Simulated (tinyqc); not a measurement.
Surface potential of a MOS transistor: implicit equation and explicit approximations: one step of the calculation.

p-type body, charge-sheet picture, depletion and inversion only, full ionisation (an idealisation for deep acceptors), Boltzmann statistics (rough once Na exp(x - xn) passes about Nc/7). In units of Vt: xg = (Vg - Vfb)/Vt, x = psi/Vt, G = gamma/sqrt(Vt), xn = (2 phiF + Vc)/Vt. The implicit equation is (xg - x)^2 = G^2 [x - 1 + exp(x - xn)] for x above about 3. Cox = eps0 eox/tox.

Question. Potential, charges and gate control. psi = Vt x; N_dep = Cox Vt G sqrt(x - 1)/q; N_inv = (Cox Vt G/q) [sqrt(x - 1 + exp(x - xn)) - sqrt(x - 1)]; dpsi/dVg = 1/[1 + G^2 (1 + exp(x - xn))/(2 (xg - x))].

Inputs (values chosen for the exercise); band and dielectric values close to those of silicon:
- T = 400 K (temperature)
- eox = 9.06 (relative permittivity of the gate insulator (close to aluminium oxide))
- tox = 13 nm (insulator thickness)
- Vc = 0 V (channel-body voltage)

Constants: q = 1.602176634e-19 C, kB = 1.380649e-23 J/K, Vt = kB T/q, eps0 = 8.8541878128e-14 F/cm where lengths are in cm. Results are converted to the units shown.

converged x = 28.122689
G = 6.9910889
xn = 26.028059
xg = 69.627109

Give: psi; N_dep; N_inv; dpsi/dVg.

Answer.

psi = 0.96937 V
N_dep = 4.8336e12 cm^-2
N_inv = 6.7642e11 cm^-2
dpsi/dVg = 0.15695

psi lies 2.1 Vt above 2 phiF + Vc.

Numbers from tinyqc (`OMP_NUM_THREADS=1 python tinyqc.py 2122031 2122032 out.jsonl`; about 0.01 s on one thread of a shared Intel Xeon 2.30GHz).
